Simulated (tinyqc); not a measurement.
Inside a calculation: coherent potential approximation for a binary alloy with a semi-elliptic band. Values are carried at full precision from step to step, so a last printed digit may differ when a step is redone from the rounded ones.

Site levels eA = -x d (share 1 - x) and eB = (1 - x) d (share x), so that their mean, the virtual crystal, is 0. Pure band: G0(z) = 2 (z - sqrt(z - W) sqrt(z + W))/W^2 with principal roots, density -Im G/pi per site. The medium has a self-energy S(z), G = G0(z - S), z = E + i eta. t_i = (e_i - S)/(1 - (e_i - S) G); the CPA demands <t> = (1 - x) tA + x tB = 0. Iteration: start at S = 0, set S(new) = S + <t>/(1 + <t> G), stop when |<t>| < 1e-9 eV.

Constants: hbar = 6.58211957e-16 eV s.

Parameters, chosen for this exercise: W = 3.4 eV (half width of the pure band); x = 0.12 (fraction of B); d = 5.59 eV (eB - eA); eta = 0.068 eV (broadening); E = -0.27 eV (energy).

## First step: the average t-matrix

With S = 0 form G, tA, tB, <t> and the new S.

eA, eB (eV): -0.6708  4.9192

G = -0.04578-0.57473i 1/eV

tA, tB (eV): -0.5975-0.2377i  0.6348-1.4649i

<t> = -0.4496-0.3849i eV
S after one step = -0.6511-0.2567i eV

## The self-consistent medium

Iterate.

Iterations:
```
i             S (eV)           G (1/eV)  |<t>| (eV)
0            0.00000  -0.04578-0.57473i       0.592
1  -0.65115-0.25668i   0.05964-0.53108i      0.0477
2  -0.62992-0.21524i   0.05707-0.53800i     0.00286
3  -0.62905-0.21797i   0.05688-0.53758i    0.000177
4  -0.62921-0.21789i   0.05691-0.53759i    1.10e-05
5  -0.62920-0.21789i   0.05691-0.53759i    6.78e-07
6  -0.62920-0.21789i   0.05691-0.53759i    4.19e-08
7  -0.62920-0.21789i   0.05691-0.53759i    2.59e-09
8  -0.62920-0.21789i   0.05691-0.53759i    1.61e-10
```

S = -0.62920-0.21789i eV
G = 0.05691-0.53759i 1/eV

Converged at i = 8. The first step gave -0.6511-0.2567i eV.

## Densities on A and B, and the lifetime

G_i = G/(1 - (e_i - S) G); densities -Im G_i/pi; their weighted sum must be -Im G/pi. Lifetime hbar/(2 |Im S|), which has a meaning only while |Im S| is small against W. Weak-scattering value of S: x (1 - x) d^2 G.

densities (1/eV): on A 0.1922, on B 0.0165, weighted sum 0.1711, medium 0.1711

lifetime = 1.51 fs
weak-scattering S = 0.1878-1.7739i eV

An A site carries the larger density here, by a factor 11.65; the weak-scattering value is 264 % from S.

## Checks

- Weighted sum of the partial densities against the density of the medium: both 0.17112.

Program tinyqc; command `OMP_NUM_THREADS=1 python tinyqc.py 1480762 1480763 out.jsonl`; about 0.01 s on one thread of a shared Intel(R) Xeon(R) Processor @ 2.30GHz.
